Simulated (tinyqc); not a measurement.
Which pair of peaks is best: composition and strain of an epitaxial Si(1-x)Ge(x) layer from Raman and X-ray peaks. Computed by tinyqc, a small Python program. Command: `OMP_NUM_THREADS=1 python tinyqc.py 3005531 3005532 out.jsonl epiraman walk`. One thread of a shared host (Intel(R) Xeon(R) Processor @ 2.30GHz), about 0.01 s of CPU time with the checks.

A (001) layer, biaxially strained in the plane. The Raman peaks follow empirical lines omega = w0 + c1 x + c3 x^3 + b eps (c3 for Si-Ge alone), with eps the in-plane strain.

Inputs (values chosen for the exercise, modelled on silicon-germanium):
```
quantity,value,unit
Ge fraction x,0.8,-
Si-Si: c1,-68,1/cm
Si-Si: strain coefficient b,-697,1/cm
Si-Ge: c1,25.1,1/cm
Si-Ge: c3,-35.4,1/cm
Si-Ge: strain coefficient b,-557,1/cm
Ge-Ge: c1,19,1/cm
Ge-Ge: strain coefficient b,-424,1/cm
uncertainty of a Raman peak,0.2,1/cm
```

Substrate: relaxed alloy buffer.

Method. For each pair invert J = [d omega/dx, d omega/d eps] at the true x. Independent errors of the given size in both peaks give sigma_x and sigma_eps = uncertainty x (norm of the rows of the inverse of J).

Error propagation:
```
pair,det J,sigma_x,sigma_eps (per mille)
Si-Si and Si-Ge,7.997004,0.022314,2.0104
Si-Si and Ge-Ge,42.075,0.0038780,0.33561
Si-Ge and Ge-Ge,28.759,0.0048682,0.32609
```

What does the comparison show, and why?

The pair Si-Si and Ge-Ge fixes x best (sigma_x = 0.0039) and Si-Si and Si-Ge worst (0.022), a factor 5.8. Strain moves all peaks the same way, so a good pair needs different ratios of composition slope to strain coefficient, best of opposite sign; the slopes here are -68, -42.9 and 19 per cm for Si-Si, Si-Ge and Ge-Ge. Errors in the coefficients themselves are not counted.

Extremes, crossings and ranges named in words are read from the listed rows.
